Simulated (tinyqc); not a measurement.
# Input admittance of a MOSFET at zero drain bias: distributed channel and distributed gate, step by step

Numbers from tinyqc (`OMP_NUM_THREADS=1 python tinyqc.py 2262112 2262113 out.jsonl`; about 0.01 s on one thread of a shared Intel Xeon 2.30GHz). Printed values are rounded.

Source and drain grounded, strong inversion, w = 2 pi f, Cox = eps0 eox/tox. The channel is an RC line of resistance 1/(mu Cox Vo) per square fed from both ends, so one finger has the intrinsic admittance y = i w Cox L tanh(g)/g per width, g = (1/2) sqrt(i w tau), tau = L^2/(mu Vo). The vertical resistance rv/L is in series with y, the overlaps 2 i w Cov in parallel: y_t = 1/(1/y + rv/L) + 2 i w Cov. The gate strip is a line of Rsh/L per length loaded by y_t, so a finger has Y = y_t Wf tanh(k)/k, k = (Wf/sd) sqrt(y_t Rsh/L); the device has Nf Y.

Values chosen for this exercise; values of the order met in silicon radio-frequency transistors: relative permittivity of the gate insulator (close to zirconium oxide) eox = 25.2; insulator thickness tox = 13 nm; channel length L = 0.16 um; finger width Wf = 16 um; number of fingers Nf = 8; channel mobility mu = 190 cm^2/(V s); gate overdrive Vo = 0.71 V; sheet resistance of the gate Rsh = 7.5 ohm/square; vertical resistivity of the gate stack rv = 6.3 ohm um^2; number of ends at which a finger is contacted sd = 2; overlap and fringe capacitance on each side Cov = 0.21 fF/um; frequency f = 6 GHz.

Constants: eps0 = 8.8541878128e-14 F/cm where lengths are in cm. Results are converted to the units shown.

## Low-frequency resistances and capacitance

Low-frequency limits, with c = Cox L and ct = c + 2 Cov: R_strip = Rsh Wf/(3 sd^2 L Nf), R_ch = (c/ct)^2 L/(12 mu Cox Vo Wf Nf), R_vert = (c/ct)^2 rv/(L Wf Nf), C = ct Wf Nf.

parts (ohm): strip 7.81250, channel 0.338452, vertical 0.231418
sum = 8.38237 ohm
C = 405.269 fF
1/(2 pi R C) = 46.8501 GHz

The strip term is the largest, 93.2 % of the sum.

## Admittance of the channel and stack per width

tau, g, c = Cox L, y and y_t as defined.

tau = 1.89770 ps
g = 0.0945659+0.0945659i
c = 2.74616 fF/um
y = 0.617+103.523i uS/um
y_t = 1.039+119.350i uS/um

w tau = 0.0715, and Im y is 1.00 of w c.

## Input impedance of the device

k and Y as defined; Z = 1/(Nf Y) = R + 1/(i w C); Q = |Im Z|/R; signal at the point farthest from a contact |1/cosh k|.

k = 0.424960+0.421276i
Nf Y = 1.9125+14.9907i mS
R = 8.37440 ohm
C = 404.112 fF
Q = 7.83815
signal at the far point = 0.987967

R is 0.095 % below its low-frequency limit and C is 0.29 % below its own.
